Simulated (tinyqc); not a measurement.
# Junction field-effect transistor with two gates, gradual channel with velocity saturation: effects of single changes

A uniformly doped n-type channel, depleted from both sides by p+ gates; at channel potential V the depleted share of a is u = sqrt((Vbi - Vg + V)/Vp), s at the source. Electrons drift with v = mu E/(1 + mu E/vsat). Abrupt depletion edge, no series resistance, source at 0.

Values chosen for this exercise; material values close to those of gallium arsenide:

| symbol | value | unit | meaning |
|---|---|---|---|
| T | 325 | K | temperature |
| eps_r | 12.7 |  | relative permittivity of the semiconductor |
| Nc | 5.05e17 | cm^-3 | conduction-band density of states at T |
| Eg | 1.4 | eV | band gap |
| Nv | 1.03e19 | cm^-3 | valence-band density of states at T |
| Nd | 1.1e17 | cm^-3 | donor density of the channel |
| a | 200 | nm | half the channel thickness |
| mu | 4500 | cm^2/(V s) | low-field mobility at this doping |
| vsat | 9.6e6 | cm/s | saturation velocity |
| L | 0.3 | um | gate length |
| W | 50 | um | gate width |
| Na | 3.1e18 | cm^-3 | acceptor density of the gates |
| Vg | 0 | V | gate voltage |

Constants: q = 1.602176634e-19 C, kB = 1.380649e-23 J/K, Vt = kB T/q, eps0 = 8.8541878128e-14 F/cm where lengths are in cm. Results are converted to the units shown.

Each table varies one quantity; the others keep the values above.

## Effect of half the channel thickness on saturation

ni = sqrt(Nc Nv) exp(-Eg/(2 Vt)), Eg in volts; Vbi = Vt ln(Na Nd/ni^2); Vp = q Nd a^2/(2 eps0 eps_r); G0 = 2 q mu Nd a W/L; Z = mu Vp/(vsat L); s = sqrt((Vbi - Vg)/Vp). I = (G0 Vp/3) F/(1 + Z (u^2 - s^2)), F = 3 (u^2 - s^2) - 2 (u^3 - s^3), with u at V = Vd; Z = 0 gives constant mobility, for which u stops at 1. The current peaks at u = um, the root of (1 - u)(1 + Z (u^2 - s^2)) = Z F/3; beyond Vdsat = Vp (um^2 - s^2) it is held at that value. gm = G0 (um - s)/(1 + Z (um^2 - s^2)).

Results:
```
a (nm)      Z      um  Vdsat (V)  Isat (mA)  Isat for Z = 0 (mA)  gm (mS)
150     27.55  0.9227     0.1776      1.961                11.36    5.913
180     39.67  0.8034     0.3150      5.988                76.05    6.535
270     89.26  0.5774     0.5808      19.31                717.6    6.803
330     133.3  0.4888     0.7150      28.54                 1630    6.804
400     195.9  0.4165     0.8510      39.49                 3323    6.771
```

Estimate the missing row, a = 220 nm.

Computed row:
```
a (nm)      Z      um  Vdsat (V)  Isat (mA)  Isat for Z = 0 (mA)  gm (mS)
220     59.26  0.6835     0.4480      11.78                268.6    6.739
```

With this row back in the table: As a goes from 150 to 400 nm, Vdsat rises from 0.178 to 0.851 V, Isat rises from 1.96 to 39.5 mA and gm goes from 5.91 through a maximum of 6.80 (at a = 330 nm among the rows listed) to 6.77 mS. Isat is 0.173 of the constant-mobility value in the first row and 0.0119 in the last. For a = 180 to 400 nm the gate is shorter than 2 a, outside the gradual-channel approximation. At a = 150 nm the open channel at the source, (1 - s) a, is under two Debye lengths, so the abrupt edge is rough.

## Effect of the gate length on saturation

Same model as above.

Results:
```
L (um)       Z      um  Vdsat (V)  Isat (mA)  Isat for Z = 0 (mA)  gm (mS)
0.1      146.9  0.7047     0.2329      9.993                467.3    7.301
0.21     69.97  0.7260     0.3284      9.272                222.5    6.904
0.45     32.65  0.7546     0.4612      8.304                103.8    6.362
0.97     15.15  0.7907     0.6359      7.083                48.18    5.654
2.1      6.997  0.8330     0.8516      5.649                22.25    4.770
9.4      1.563  0.9173      1.314      2.797                4.972    2.727
20      0.7347  0.9503      1.507      1.683                2.337    1.761
```

Estimate the missing row, L = 4.4 um.

Computed row:
```
L (um)      Z      um  Vdsat (V)  Isat (mA)  Isat for Z = 0 (mA)  gm (mS)
4.4     3.339  0.8761      1.082      4.194                10.62    3.788
```

With this row back in the table: As L goes from 0.1 to 20 um, Vdsat rises from 0.233 to 1.51 V, Isat falls from 9.99 to 1.68 mA and gm falls from 7.30 to 1.76 mS. Isat is 0.0214 of the constant-mobility value in the first row and 0.720 in the last. Isat goes as L^(-0.10) between the first two rows and as L^(-0.67) between the last two; constant mobility gives 1/L, and short gates gain less because the velocity is capped. For L = 0.1 to 0.21 um the gate is shorter than 2 a, outside the gradual-channel approximation.

## Effect of the gate voltage on saturation

Same model as above.

The same in every row: Z = 48.98.

Effect of the gate voltage on saturation:
```
Vg (V)      um  Vdsat (V)  Isat (mA)  Isat for Z = 0 (mA)  gm (mS)
-1.5    0.9731     0.1444     0.9110                4.146    3.891
-1.25   0.9420     0.2080      1.962                13.69    4.467
-1      0.9074     0.2574      3.132                29.06    4.889
-0.75   0.8699     0.2981      4.404                50.55    5.280
-0.5    0.8294     0.3325      5.774                78.53    5.686
-0.25   0.7857     0.3615      7.250                113.4    6.138
0       0.7385     0.3858      8.849                155.8    6.669
```

As Vg goes from -1.5 to 0 V, Vdsat rises from 0.144 to 0.386 V, Isat rises from 0.911 to 8.85 mA and gm rises from 3.89 to 6.67 mS. Isat is 0.220 of the constant-mobility value in the first row and 0.0568 in the last. In every row the gate is shorter than 2 a, outside the gradual-channel approximation. For Vg = -1.5 to -1.25 V the open channel at the source, (1 - s) a, is under two Debye lengths, so the abrupt edge is rough.

Computed by the program tinyqc: `OMP_NUM_THREADS=1 python tinyqc.py 2500052 2500053 out.jsonl`, one thread of a shared Intel Xeon 2.30GHz, about 0.06 s for the whole run.
